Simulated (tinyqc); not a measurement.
Worked calculation: configuration-coordinate model of carrier capture at a defect. Values are carried at full precision from step to step, so a last printed digit may differ when a step is redone from the rounded ones.

Two parabolas of equal curvature k in one coordinate Q: with the carrier free at the band edge, U_f = k Q^2/2; with the carrier trapped, U_t = k (Q - dQ)^2/2 - ET. ER = k dQ^2/2, Huang-Rhys factor S = ER/hw, hw = 0.0646541 sqrt(k/M) eV for k in eV/angstrom^2 and M in u. The curves cross at a height Eb = (ER - ET)^2/(4 ER) above the free minimum.

Constants: kB = 8.617333262e-05 eV/K.

Inputs chosen for the exercise (of the size met at a deep level in GaN; shifted at random, so the results belong to these values and not to a real crystal): ET = 0.96 eV (thermal depth of the level below the band edge); ER = 0.56 eV (relaxation energy); hw = 0.049 eV (phonon energy of the mode); M = 40 u (mass of the mode); T = 250 K (temperature); nu = 1e+13 1/s (attempt rate).

## The two parabolas

Form S, k, dQ, the crossing point Qc = (ER - ET)/(k dQ), Eb, and the emission barrier Eb + ET.

S = 11.429
k = 22.9752 eV/angstrom^2
dQ = 0.2208 angstrom
Qc = -0.0789 angstrom

barriers (eV): capture 0.0714, emission 1.0314

ER < ET: the crossing lies on the far side of the free minimum (the inverted case), where tunnelling between vibrational states can matter much if Eb is well above hw.

## Optical transitions

Vertical ionisation from the trapped minimum costs ET + ER; vertical capture from the free minimum releases ET - ER (none if negative); the band has a standard deviation sqrt(S hw^2 coth(hw/2kT)) with S = ER/hw, and a full width 2.35482 times that.

energies (eV): ionisation peak 1.520, zero-phonon 0.960, emission peak 0.400

coth(hw/2kT) = 1.2293
standard deviation = 0.1837 eV
full width = 0.4325 eV

Radiative capture would peak at 0.400 eV. The optical peak exceeds the thermal depth by a factor 1.58.

## The multiphonon factor

Multiphonon factor for giving p = ET/hw phonons to the lattice: W = exp(-S (2 nb + 1)) ((nb + 1)/nb)^(p/2) I_p(x), nb = 1/(exp(hw/kT) - 1), x = 2 S sqrt(nb (nb + 1)), I_p the modified Bessel function. Classical limit: W = hw exp(-Eb/kT)/sqrt(4 pi ER kT). At T = 0: exp(-S) S^p/Gamma(p + 1).

Form p, nb, x and ln W, the classical ln W, and the capture time 1/(nu W).

p, nb, x: [19.5918, 0.1146, 8.1707]

ln W: quantum -4.505, classical -5.388

capture time = 9.05e-12 s

The quantum factor is 2.42 times the classical one at kT/hw = 0.44: the classical form serves within a factor of e.

## Emission by detailed balance

For equal degeneracies and one band-edge state, emission time = capture time x exp(ET/kT).

ET/kT = 44.561
log10 of the emission time in s = 8.31

## Checks

- Ln W for the nearest whole p against the double Poisson sum over emitted and absorbed phonons: both -4.71054.

Run: tinyqc, `OMP_NUM_THREADS=1 python tinyqc.py 1480717 1480718 out.jsonl`; Intel(R) Xeon(R) Processor @ 2.30GHz, one thread, shared host; about 0.01 s of CPU time with all checks.
